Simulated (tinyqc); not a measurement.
Landau-Devonshire theory of a uniaxial ferroelectric: one step, computed by the program tinyqc.

G(P) = (alpha/2) P^2 + (beta*/4) P^4 + (gamma/6) P^6 - E P per volume, SI units, one domain, P along the polar axis, which is normal to the film.

Question. Coefficients at T. alpha = alpha_0 (T - T0*), with clamping: T0* = T0 + 4 Q12 u_m/(alpha_0 (s11 + s12)), beta* = beta + 4 Q12^2/(s11 + s12).

Inputs (values chosen for the exercise, for a model ferroelectric): alpha_0 = 201000 J m/(C^2 K); Curie-Weiss temperature T0 = 380 K; beta = -6.39e+08 J m^5/C^4; temperature T = 346 K; misfit strain u_m = -0.0098; electrostriction Q12 = -0.039 m^4/C^2; compliance s11 + s12 = 6.3e-12 m^2/N.

Sample: epitaxial film.

Give: T0*; alpha; beta*.

Answer.

T0* = 1587 K

alpha = -2.495e+08 J m/C^2

beta* = 3.267e+08 J m^5/C^4

Compression raises T0 by 1207 K. beta* > 0: the transition is of second order, although the free crystal has a first-order one. Caution: a shift of T0 this large is beyond the range where constant coefficients hold.
